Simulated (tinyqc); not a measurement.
From results back to parameters: Shockley-Read-Hall recombination through one deep level. Four cases, with inputs chosen for the exercise.

Problem. Deep-level transient spectroscopy: the emission rate is en = gam sigma T^2 exp(-dE/kB T), dE = Ec - Et. Two rates were computed from hidden dE and sigma.

Constants: kB = 8.617333262e-05 eV/K.

Case 1.

Values chosen (out of a larger set: gap and densities of states near those of GaAs at this temperature; not measured data):
- gam = 9.1e+19 1/(cm^2 s K^2) (vth Nc/T^2, which does not depend on T)
- T1 = 379 K
- T2 = 417 K

en(T1) = 0.402569 1/s
en(T2) = 4.34371 1/s

Case 2.

Values chosen (out of a larger set: gap and densities of states near those of Si at this temperature; not measured data):
- gam = 5.1e+21 1/(cm^2 s K^2) (vth Nc/T^2, which does not depend on T)
- T1 = 211 K
- T2 = 239 K

en(T1) = 40.2665 1/s
en(T2) = 857.470 1/s

Case 3.

Values chosen (out of a larger set: gap and densities of states near those of Si at this temperature; not measured data):
- gam = 4.2e+21 1/(cm^2 s K^2) (vth Nc/T^2, which does not depend on T)
- T1 = 105 K
- T2 = 119 K

en(T1) = 8.75893 1/s
en(T2) = 191.501 1/s

Case 4.

Values chosen (out of a larger set: gap and densities of states near those of Ge at this temperature; not measured data):
- gam = 3.1e+21 1/(cm^2 s K^2) (vth Nc/T^2, which does not depend on T)
- T1 = 156 K
- T2 = 182 K

en(T1) = 27.4650 1/s
en(T2) = 1144.88 1/s

Find: ln(en/T^2) at T1 and T2; dE; sigma.

Solution. ln(en/T^2) against 1/T is a line of slope -dE/kB and intercept ln(gam sigma); plotting ln en alone would overstate dE by about 2 kB T.

Case 1.

ln(en/T^2) at T1 and T2: -12.7850  -10.5974

dE = 0.784 eV
sigma = 8.2e-16 cm^2

Case 2.

ln(en/T^2) at T1 and T2: -7.0082  -4.1989

dE = 0.436 eV
sigma = 4.6e-15 cm^2

Case 3.

ln(en/T^2) at T1 and T2: -7.1378  -4.3034

dE = 0.218 eV
sigma = 5.5e-15 cm^2

Case 4.

ln(en/T^2) at T1 and T2: -6.7868  -3.3650

dE = 0.322 eV
sigma = 9.2e-15 cm^2

Computed by tinyqc, one run a case: `OMP_NUM_THREADS=1 python tinyqc.py N N+1 out.jsonl` with N = 1650703, 1650729, 1650735, 1650758; one thread of a shared Intel(R) Xeon(R) Processor @ 2.30GHz, about 0.01 s a run at most.
